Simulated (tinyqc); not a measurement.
# Resistive crossbar, vector-matrix product with wire resistance, step by step

tinyqc, about 0.02 s, one thread, Intel Xeon 2.30GHz (shared host): `OMP_NUM_THREADS=1 python tinyqc.py 2880001 2880002 out.jsonl` Printed values are rounded.

2 rows and 2 columns. Cell (i, j) joins row node wij to column node bij. Each row is driven at its left end through one wire segment rw; neighbouring nodes along a row or a column are joined by rw; each column ends below the last row in one more rw and a virtual ground, where its current is read. Ideal output: I_j = sum_i V_i G_ij.

Values chosen for this exercise: wire resistance between neighbouring cells rw = 5 ohm; input voltages of the rows V = [0.37, 0.12] V.

## The nodal equations

cell conductances G (uS):
```
       column 1  column 2
row 1        25        42
row 2        19       2.8
```

Kirchhoff current law at every node, A x = b: A holds the sum of the conductances at a node on the diagonal and minus the conductance between two nodes off it (wire conductance 1/rw); b = V_i/rw at the first node of row i.

A (uS):
```
           w11        w12        w21        w22        b11        b12        b21        b22
w11  4.00025e5       -2e5          0          0        -25          0          0          0
w12       -2e5  2.00042e5          0          0          0        -42          0          0
w21          0          0  4.00019e5       -2e5          0          0        -19          0
w22          0          0       -2e5  2.00003e5          0          0          0       -2.8
b11        -25          0          0          0  2.00025e5          0       -2e5          0
b12          0        -42          0          0          0  2.00042e5          0       -2e5
b21          0          0        -19          0       -2e5          0  4.00019e5          0
b22          0          0          0       -2.8          0       -2e5          0  4.00003e5
```

b (uA): w11 74000, w12 0, w21 24000, w22 0, b11 0, b12 0, b21 0, b22 0

## Node voltages and column currents

Solve A x = b; I_j = b2j/rw.

row nodes (mV): w11 369.876, w12 369.799, w21 119.987, w22 119.985
column nodes (mV): b11 0.103836, b12 0.156928, b21 0.0576148, b22 0.0793034
column currents (uA): column 1 11.5230, column 2 15.8607

## Error against the ideal product

Ideal I_j = sum_i V_i G_ij; error = I/ideal - 1.

ideal currents (uA): column 1 11.53, column 2 15.8760
error (%): column 1 -0.06102, column 2 -0.09647

The largest error is in column 2. All currents fall short, since the wires take part of the voltage.
